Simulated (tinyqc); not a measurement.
# Input admittance of a MOSFET at zero drain bias: distributed channel and distributed gate: effects of single changes

Source and drain grounded, strong inversion, w = 2 pi f, Cox = eps0 eox/tox. The channel is an RC line of resistance 1/(mu Cox Vo) per square fed from both ends, so one finger has the intrinsic admittance y = i w Cox L tanh(g)/g per width, g = (1/2) sqrt(i w tau), tau = L^2/(mu Vo). The vertical resistance rv/L is in series with y, the overlaps 2 i w Cov in parallel: y_t = 1/(1/y + rv/L) + 2 i w Cov. The gate strip is a line of Rsh/L per length loaded by y_t, so a finger has Y = y_t Wf tanh(k)/k, k = (Wf/sd) sqrt(y_t Rsh/L); the device has Nf Y.

Values chosen for this exercise; values of the order met in silicon radio-frequency transistors: relative permittivity of the gate insulator (close to aluminium oxide) eox = 8.94; insulator thickness tox = 12 nm; channel length L = 1.6 um; finger width Wf = 2.8 um; number of fingers Nf = 64; channel mobility mu = 310 cm^2/(V s); gate overdrive Vo = 0.69 V; sheet resistance of the gate Rsh = 3.5 ohm/square; vertical resistivity of the gate stack rv = 2.5 ohm um^2; number of ends at which a finger is contacted sd = 1; overlap and fringe capacitance on each side Cov = 0.24 fF/um; frequency f = 1.8 GHz.

Constants: eps0 = 8.8541878128e-14 F/cm where lengths are in cm. Results are converted to the units shown.

Each table varies one quantity; the others keep the values above.

## Input impedance against frequency

Low-frequency limits, with c = Cox L and ct = c + 2 Cov: R_strip = Rsh Wf/(3 sd^2 L Nf), R_ch = (c/ct)^2 L/(12 mu Cox Vo Wf Nf), R_vert = (c/ct)^2 rv/(L Wf Nf), C = ct Wf Nf. Z = 1/(Nf Y) = R + 1/(i w C), Q = |Im Z|/R, far-point signal |1/cosh k|.

The same in every row: low-frequency R (ohm) = 4.864.

Input impedance against frequency:

| f (GHz) | w tau | \|k\| | R (ohm) | C (fF) | Q | signal at the far point |
|---|---|---|---|---|---|---|
| 0.02 | 0.01504 | 0.004876 | 4.864 | 1977 | 827.3 | 1.000 |
| 0.05 | 0.03760 | 0.007710 | 4.864 | 1977 | 330.9 | 1.000 |
| 0.1 | 0.07520 | 0.01090 | 4.864 | 1977 | 165.5 | 1.000 |
| 0.4 | 0.3008 | 0.02180 | 4.864 | 1977 | 41.37 | 1.000 |
| 1 | 0.7520 | 0.03444 | 4.863 | 1976 | 16.57 | 1.000 |
| 3 | 2.256 | 0.05902 | 4.851 | 1961 | 5.576 | 0.9997 |
| 7 | 5.264 | 0.08608 | 4.795 | 1894 | 2.504 | 0.9986 |
| 20 | 15.04 | 0.1182 | 4.369 | 1503 | 1.212 | 0.9956 |
| 50 | 37.60 | 0.1434 | 3.098 | 909.8 | 1.129 | 0.9932 |

Read the table: what changes, and by how much?

R falls from 4.86 to 3.10 ohm and C falls from 1980 to 910 fF. Q goes as f^(-1.00) between the first two rows and f^(-0.08) between the last two, where w tau = 37.6 and |k| = 0.143. The low-frequency limits hold both R and C within 5 % up to f = 7 GHz among the rows.

## Effect of the channel length

Same model as above.

Effect of the channel length:

| L (um) | w tau | \|k\| | R (ohm) | low-frequency R (ohm) | C (fF) | Q | signal at the far point |
|---|---|---|---|---|---|---|---|
| 0.03 | 4.759e-4 | 0.08374 | 1.749 | 1.749 | 121.5 | 416.1 | 1.000 |
| 0.058 | 0.001779 | 0.06794 | 0.9650 | 0.9650 | 154.6 | 592.8 | 1.000 |
| 0.11 | 0.006398 | 0.05832 | 0.6413 | 0.6413 | 216.0 | 638.2 | 1.000 |
| 0.22 | 0.02559 | 0.05219 | 0.6773 | 0.6773 | 346.1 | 377.3 | 1.000 |
| 0.42 | 0.09327 | 0.04901 | 1.151 | 1.151 | 582.5 | 131.9 | 1.000 |
| 0.8 | 0.3384 | 0.04725 | 2.294 | 2.294 | 1031 | 37.37 | 1.000 |
| 1.6 | 1.354 | 0.04606 | 4.860 | 4.864 | 1971 | 9.229 | 0.9999 |
| 3 | 4.759 | 0.04361 | 9.348 | 9.446 | 3513 | 2.692 | 0.9997 |

What does the comparison show?

As L goes from 0.03 to 3, R goes from 1.75 through a minimum of 0.641 (at L = 0.11 among the rows listed) to 9.35 ohm, C rises from 121 to 3510 fF and Q goes from 416 through a maximum of 638 (at L = 0.11 among the rows listed) to 2.69. R_strip falls as 1/L while R_ch grows with L, which gives the minimum of R.

Numbers from tinyqc (`OMP_NUM_THREADS=1 python tinyqc.py 2262192 2262193 out.jsonl`; about 0.01 s on one thread of a shared Intel Xeon 2.30GHz).
